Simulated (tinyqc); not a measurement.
Comparisons within one model: propagation of a band-gap error through k.p and effective-mass formulas. A value that a table varies takes the place of the one given here.

Chain, for a gap E (the reference Eg or another value), with Ep and Dso kept: 1/me = 1 + Ep (E + 2 Dso/3)/(E (E + Dso)); g* = 2 - 2 Ep Dso/(3 E (E + Dso)); g1(E) = g1 + (Ep/3)(1/E - 1/Eg), g2(E) = g2 + (Ep/6)(1/E - 1/Eg), light hole 1/(g1 + 2 g2), heavy hole 1/(g1 - 2 g2) along [100]; optical constant ei(E) = 1 + (ei - 1)(EP/(EP + E - Eg))^2, static e0(E) = ei(E) + e0 - ei.

Donor: R = Ry me/e0^2, a_B = a0 e0/me, Mott density (0.26/a_B)^3. Nc, Nv = 2 (m kT/(4 pi c))^(3/2), c = hbar^2/2m0, ni = sqrt(Nc Nv) exp(-E/2kT). Exciton: Ry mu/e0^2 with 1/mu = 1/me + g1(E). 1 angstrom^-3 = 1e24 cm^-3.

Constants: Ry = 13.60569312 eV; a0 (Bohr radius) = 0.5291772105 angstrom; kB = 8.617333262e-05 eV/K; hbar^2/2m0 = 3.80998211 eV angstrom^2.

Inputs chosen for the exercise (reference values near those of InSb, gap at low temperature; the results hold for these values, not for the real material): Eg = 0.239 eV (gap at Gamma to the s-like level); Dso = 0.806 eV (spin-orbit splitting); Ep = 23.1 eV (Kane energy); g1 = 34.67 (Luttinger gamma1); g2 = 15.55 (gamma2); e0 = 17.1 (static dielectric constant); ei = 15.77 (optical dielectric constant); EP = 3.8 eV (mean (Penn) gap); mh = 0.62 m0 (density-of-states mass of the holes); T = 77 K (temperature); Eg2 = 0.088 eV (a wrong gap).

## The size of the error

E = f Eg; ratios against f = 1.

Results:
```
f     E (eV)  me ratio  light-hole ratio  e0 ratio  donor ratio  Mott ratio        g*  log10 ni ratio
0.25   0.060     0.272             0.254     1.088        0.230      0.0156  -237.953            5.44
0.40   0.096     0.427             0.405     1.069        0.373      0.0636  -142.007            4.42
0.60   0.143     0.625             0.605     1.045        0.572       0.214   -89.171            2.98
0.80   0.191     0.816             0.803     1.022        0.781       0.508   -63.101            1.50
1.00   0.239     1.000             1.000     1.000        1.000        1.00   -47.698            0.00
1.20   0.287     1.179             1.195     0.979        1.231        1.75   -37.604           -1.51
1.50   0.358     1.440             1.485     0.948        1.602        3.50   -27.732           -3.79
2.00   0.478     1.857             1.960     0.901        2.288        8.75   -18.224           -7.62
```

Between f = 0.8 and 1.2 the mean powers d ln(ratio)/d ln f are 0.91 for me, 0.98 for the light hole, -0.11 for e0, 1.12 for the donor energy and 3.05 for the Mott density; ni moves by -3.15 decades per 0.1 eV, against -0.1 eV/(2 kT ln 10) = -3.27 from the exponential alone, the rest coming from Nc through me^(3/4). g* keeps its sign, from -237.95 to -18.22.

## What each input does

All at E = Eg2. Each row changes one parameter from the base and keeps the others.

Results:
```
case            me (m0)  light hole (m0)     e0  donor (meV)  exciton (meV)  log10 ni
base             0.0054           0.0057  18.35        0.219          0.147    13.778
Eg2 = 0.095 eV   0.0058           0.0061  18.29        0.237          0.159    13.573
Dso = 0.742 eV   0.0054           0.0057  18.35        0.218          0.147    13.777
Ep = 21.252 eV   0.0059           0.0060  18.35        0.238          0.158    13.805
g1 = 37.444      0.0054           0.0056  18.35        0.219          0.146    13.778
EP = 4.104 eV    0.0054           0.0057  18.25        0.221          0.149    13.778
ei = 14.508      0.0054           0.0057  18.24        0.221          0.149    13.778
mh = 0.57 m0     0.0054           0.0057  18.35        0.219          0.147    13.751
T = 83.16 K      0.0054           0.0057  18.35        0.219          0.147    14.042
```

The largest shifts from the base row, up to three for each result and ties (the steps differ in size, so this ranks the rows, not the parameters). me (m0): Ep +0.0005, Eg2 +0.0004; unchanged at the printed digits by Dso, g1, EP, ei, mh and T. light hole (m0): Eg2 +0.0004, Ep +0.0003, g1 -0.0001; unchanged at the printed digits by Dso, EP, ei, mh and T. e0: ei -0.11, EP -0.10, Eg2 -0.06; unchanged at the printed digits by Dso, Ep, g1, mh and T. donor (meV): Ep +0.019, Eg2 +0.018, ei +0.003; unchanged at the printed digits by g1, mh and T. exciton (meV): Eg2 +0.012, Ep +0.011, ei +0.002, EP +0.002; unchanged at the printed digits by Dso, mh and T. log10 ni: T +0.263, Eg2 -0.205, mh -0.027, Ep +0.027; unchanged at the printed digits by g1, EP and ei.

(tinyqc, `OMP_NUM_THREADS=1 python tinyqc.py 1880728 1880729 out.jsonl`, Intel(R) Xeon(R) Processor @ 2.30GHz, 1 thread, shared host, about 0.01 s.)
